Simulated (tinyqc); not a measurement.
Molecular dynamics of a small cluster by velocity Verlet steps: one step, computed by the program tinyqc.

E = sum_i {sum_j A exp(-p (r_ij/r0 - 1)) - xi sqrt(rho_i)}, rho_i = sum_j exp(-2 q (r_ij/r0 - 1)); the force on i is -sum_j w_ij (R_i - R_j)/r_ij with w_ij = -(2p/r0) A exp(-p (r_ij/r0 - 1)) + (xi q/r0) exp(-2 q (r_ij/r0 - 1)) (rho_i^(-1/2) + rho_j^(-1/2)).

Task: State at the start. Velocity Verlet: a = c F/M with c = 9.648533212e-3 angstrom/fs^2 per eV/(angstrom u); R(new) = R + v dt + a dt^2/2; v(new) = v + (a + a(new)) dt/2. Kinetic energy K = M v^2/(2c); temperature T = 2K/((3N - 3) k_B), rotation of the cluster included. After each step v is scaled by sqrt(1 + (dt/tau)(T0/T - 1)).

Inputs (values chosen for the exercise, for model atoms):

| quantity | value | unit |
|---|---|---|
| length r0 | 3 | angstrom |
| repulsion A | 0.1 | eV |
| hopping xi | 1.32 | eV |
| decay p | 11.1 | - |
| decay q | 2.92 | - |
| atomic mass M | 134 | u |
| time step dt | 3.6 | fs |
| target temperature T0 | 300 | K |
| coupling time tau | 50 | fs |

Potential: Gupta. Thermostat: Berendsen.

starting positions (angstrom):
```
            x      y      z
atom 1      0  -0.04   0.07
atom 2   2.75  -0.02   0.01
atom 3   2.79   2.74  -0.06
atom 4  -0.01   2.82   0.04
atom 5   1.41    1.4   1.93
atom 6   1.38   1.37  -1.93
```

starting velocities (angstrom/fs):
```
               x         y         z
atom 1  -0.00027   0.00108   0.00146
atom 2   0.00054  -0.00119  -0.00211
atom 3   0.00025  -0.00329   0.00035
atom 4  -0.00049   0.00029   0.00116
atom 5   0.00051   0.00169  -0.00078
atom 6  -0.00054   0.00143    -7e-05
```

Constants: 1 eV/(angstrom u) = 9.648533212e-03 angstrom/fs^2; k_B = 8.617333262e-05 eV/K.

Give: forces; potential energy; kinetic energy; temperature.

Result:

forces (eV/angstrom):
```
              x        y        z
atom 1  -0.2493   0.0862  -0.1563
atom 2   0.3709  -0.3640  -0.0444
atom 3   0.2121   0.3732   0.1303
atom 4  -0.0158  -0.1376  -0.1239
atom 5  -0.0160   0.1041   0.4610
atom 6  -0.3019  -0.0619  -0.2668
```

potential energy = -14.41 eV

kinetic energy = 0.1963 eV

temperature = 303.8 K
